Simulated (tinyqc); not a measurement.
Minimum-mode following (dimer method) and harmonic rate on a two-dimensional model surface: one step, computed by the program tinyqc. Command: `OMP_NUM_THREADS=1 python tinyqc.py 3012198 3012199 out.jsonl dimer walk`. One thread of a shared host (Intel(R) Xeon(R) Processor @ 2.30GHz), about 0.01 s of CPU time with the checks.

V(x, y) = h u^2 + t x + (kappa/2)(y + c u)^2 with u = x^2/w^2 - 1; the path runs from the minimum near (-w, 0) to that near (w, 0).

Question. Dimer step 1. Dimer at R with unit axis N = (cos phi, sin phi) and normal T = (-sin phi, cos phi). Gradients g at R +/- delta N and at R +/- delta T give H N and H T by central differences, (g+ - g-)/(2 delta). With C_N = N.H N, C_T = T.H T and b = T.H N, rotate by theta = (1/2) atan2(-2b, C_T - C_N), the angle of least curvature C = (C_N + C_T)/2 - sqrt((C_N - C_T)^2/4 + b^2). Translate along F = -g + 2 (g.N) N if C < 0, else along F = (g.N) N, with the new axis: R(new) = R + eta F, the move limited to 0.2 angstrom.

Inputs (values chosen for the exercise, for a model surface):
```
quantity                    value           unit
height h                      1.1             eV
half width w                  1.1       angstrom
transverse stiffness kappa    1.9  eV/angstrom^2
curvature c                  0.65       angstrom
tilt t                      0.061    eV/angstrom
half length delta           0.005       angstrom
step factor eta             0.056  angstrom^2/eV
```

Surface: curved double well.

R at the start (angstrom): -0.4670022  0.3791833

phi at the start = 35 degrees

Give: C_N, C_T, b; rotation theta; phi after step 1; least curvature C; gradient g; effective force F; R after step 1.

Answer.

C_N, C_T, b (eV/angstrom^2): -1.281  1.675  1.274

rotation theta = -20.38 degrees

phi after step 1 = 14.62 degrees

least curvature C = -1.754 eV/angstrom^2

gradient g (eV/angstrom): 1.600  -0.292

effective force F (eV/angstrom): 1.253  1.036

R after step 1 (angstrom): -0.3968  0.4372

The curvature is negative, so the force along the axis is inverted.
